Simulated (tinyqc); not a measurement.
Worked calculation: localisation in a chain with random site energies (transfer matrices). Values are carried at full precision from step to step, so a last printed digit may differ when a step is redone from the rounded ones.

Hopping -t; leads with site energy 0, E = -2t cos(ka). psi_(j+1) = ((e_j - E)/t) psi_j - psi_(j-1), a product of matrices M_j = [[(e_j - E)/t, -1], [1, 0]]. For M = M_N ... M_1 the transmission is T = 4 sin^2(ka)/|M21 - M12 + M22 exp(ika) - M11 exp(-ika)|^2. Long samples draw e_j = W (x_j/2147483647 - 1/2) from x_j = 16807 x_(j-1) mod 2147483647, starting at x0. The localisation length xi, in sites, is defined by ln T = -2N/xi on average; weak disorder gives xi = 24 (4t^2 - E^2)/W^2, and the mean free path for backscattering is xi/2.

Parameters, chosen for this exercise:

| symbol | value | unit | meaning |
|---|---|---|---|
| t | 1.39 | eV | hopping |
| E | -1.47 | eV | energy |
| e | (0.87, 0.68, 1.25, 1.38, -1.42, 1.47, -1.57, 0.28) | eV | site energies of the short sample |
| W | 3.35 | eV | full width of the disorder |
| a | 3.8 | angstrom | spacing |

## The product of transfer matrices

Multiply site by site and give T for each length.

Running product:

| j | (e_j - E)/t | M11 | M12 | M21 | M22 | T |
|---|---|---|---|---|---|---|
| 1 | 1.6835 | 1.6835 | -1.0000 | 1.0000 | 0.0000 | 0.8803 |
| 2 | 1.5468 | 1.6039 | -1.5468 | 1.6835 | -1.0000 | 0.7793 |
| 3 | 1.9568 | 1.4551 | -2.0268 | 1.6039 | -1.5468 | 0.6892 |
| 4 | 2.0504 | 1.3796 | -2.6088 | 1.4551 | -2.0268 | 0.5315 |
| 5 | 0.0360 | -1.4055 | 1.9329 | 1.3796 | -2.6088 | 0.2212 |
| 6 | 2.1151 | -4.3524 | 6.6971 | -1.4055 | 1.9329 | 0.1065 |
| 7 | -0.0719 | 1.7186 | -2.4147 | -4.3524 | 6.6971 | 0.0559 |
| 8 | 1.2590 | 6.5161 | -9.7373 | 1.7186 | -2.4147 | 0.0502 |

T is 0.0502 for the whole sample and falls at every site. The determinant of M stays 1.

## The same sites added without interference

One site alone reflects R_j = e_j^2/(e_j^2 + 4t^2 - E^2); incoherent addition sums R/(1 - R), and T = 1/(1 + sum).

R_j: 0.1197  0.0767  0.2191  0.2549  0.2659  0.2796  0.3069  0.0139

sum of R/(1 - R) = 2.0488
T without interference = 0.3280

The coherent product gives 0.0502 for this sample.

## Weak-disorder lengths

Form ka, xi, xi a and the mean free path xi a/2.

ka = 1.0136 rad
xi = 11.91 sites

lengths (nm): localisation 4.524, mean free path 2.262

The formula needs xi well above one site.

## Checks

- T from the product against the Green function: both 0.050151.

Program tinyqc; command `OMP_NUM_THREADS=1 python tinyqc.py 1452634 1452635 out.jsonl`; about 0.04 s on one thread of a shared Intel(R) Xeon(R) Processor @ 2.30GHz.
